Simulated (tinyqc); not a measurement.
Inside a calculation. Model: size effects in the resistivity of thin metal films and interconnect lines. Computed by tinyqc, a small Python program that keeps every step. Command: `OMP_NUM_THREADS=1 python tinyqc.py 3009945 3009946 out.jsonl size walk`. One thread of a shared host (Intel(R) Xeon(R) Processor @ 2.30GHz), about 0.01 s of CPU time with the checks. Intermediate numbers are printed to about 6 digits and carried at full precision; extremes and crossings named in words are read from the listed rows.

Electrons lose their drift at surfaces (a share 1 - p of the hits) and at grain boundaries (reflection R), besides bulk scattering. The line sits in a trench with a non-conducting liner on both walls and the bottom; the spacing equals the drawn width.

Inputs (values chosen for the exercise, modelled on silver):
```
quantity                                   value         unit
bulk resistivity rho_b                      1.57  microohm cm
bulk mean free path lambda                  53.8           nm
specularity p                                  0            -
grain-boundary reflection R                 0.34            -
drawn line width w                           6.5           nm
grain size over metal width                 0.95            -
aspect ratio (height over width)             2.8            -
liner thickness t                            1.4           nm
line length                                   12   micrometre
permittivity of the dielectric k             3.6            -
competitor: rho_b relative to this metal     2.2            -
competitor: lambda relative to this metal   0.16            -
competitor: liner relative to t                0            -
```

Geometry: line.

Constants: eps_0 = 8.8541878128e-12 F/m.

## Metal cross-section

Metal width w_m = w - 2t, height h_m = (aspect ratio) w - t, grain size D = (ratio) w_m.

metal width w_m = 3.7 nm

metal height h_m = 16.8 nm

grain size D = 3.515 nm

share of the trench filled by metal = 52.5444 %

## Grain boundaries

Mayadas-Shatzkes: alpha = (lambda/D) R/(1 - R); rho_b/rho = 1 - 3 alpha/2 + 3 alpha^2 - 3 alpha^3 ln(1 + 1/alpha).

alpha = 7.88482

rho/rho_b from grains = 11.5756

The linear estimate 1 + 3 alpha/2 gives 12.827, 11 % high; at large alpha the slope is 4/3.

## Surfaces

Fuchs-Sondheimer film: rho_b/rho = 1 - (3/(2 kappa))(1 - p) int_0^1 (s - s^3)(1 - exp(-kappa/s))/(1 - p exp(-kappa/s)) ds, f = rho/rho_b, kappa = thickness/lambda, 80 Gauss-Legendre points. Line: the excess of a film of thickness w_m and of a film of thickness h_m are added, rho/rho_b = 1 + (f(w_m) - 1) + (f(h_m) - 1), an estimate that holds best when both sides exceed lambda.

kappa = w_m/lambda = 0.0687732

f(w_m) = 6.16701

f(h_m) = 2.41402

rho/rho_b from surfaces = 7.58103

Caution: for lines much narrower than lambda adding the two film terms and the grain term underestimates the resistivity.

## Resistance and delay

Total: rho = rho_b [1 + surface excess + grain excess]; resistance per length rho/(w_m h_m); capacitance per length C = 2 k eps_0 (aspect ratio + 1/2), a parallel-plate estimate for two neighbours plus a fixed term for the planes above and below; delay 0.38 R C L^2; effective resistivity per drawn area.

resistivity rho = 28.5059 microohm cm

resistance per length = 4585.89 ohm/micrometre

capacitance per length = 0.210376 fF/micrometre

RC delay = 52.7916 ps

effective resistivity per drawn area = 54.2511 microohm cm

Of the factor 34.55 over bulk, scattering gives 18.16 and the liner 1.90; within scattering, grain boundaries outweigh surfaces (10.58 against 6.58, grains first).

## A short-path metal as competitor

w_m = w - 2t, h_m = (aspect ratio) w - t, D = (ratio) w_m; rho = rho_b [1 + surface excess + grain excess]. Effective resistivity rho (aspect ratio) w^2/(w_m h_m) for the metal with its liner, for the same metal without liner, and for a competitor with its own rho_b, lambda and liner, and for that competitor with the liner t; p, R, aspect and grain ratios are the same.

Effective resistivity (microohm cm):
```
w (nm)  this metal  without liner  competitor  competitor, liner t
200          2.179         2.1352      3.6505               3.7142
100          2.843         2.7184      3.8474               3.9888
50           4.296         3.8905      4.2444               4.5879
30           6.474         5.4251      4.7821               5.5067
20           9.647         7.2926      5.4647               6.8805
14          14.679         9.6277      6.3498               9.0944
10          23.746        12.6567      7.5307              13.0979
7           45.902        17.0741      9.2896              22.7715
5          113.047        22.8053     11.6014              51.3138
```

The competitor wins below a width between 100 and 50.0 nm. In narrow lines rho scales as rho_b lambda/w, and the product rho_b lambda of the competitor is 0.35 times this metal's. At the narrowest width the liner costs this metal a factor 4.96. With the same liner the competitor wins below a width between 50.0 and 30.0 nm; at the narrowest width the thinner liner lowers it from 51.3 to 11.6. Rows with w - 2t below lambda stretch the additive estimate. Metal widths below about 5 nm are outside this semiclassical model. Caution: below about 5 nm roughness, discontinuity and quantum confinement take over from this semiclassical model.

Checks made by the program: grain-boundary formula against its angular integral 3 int_0^1 c^3/(c + alpha) dc (relative difference below 1e-10).
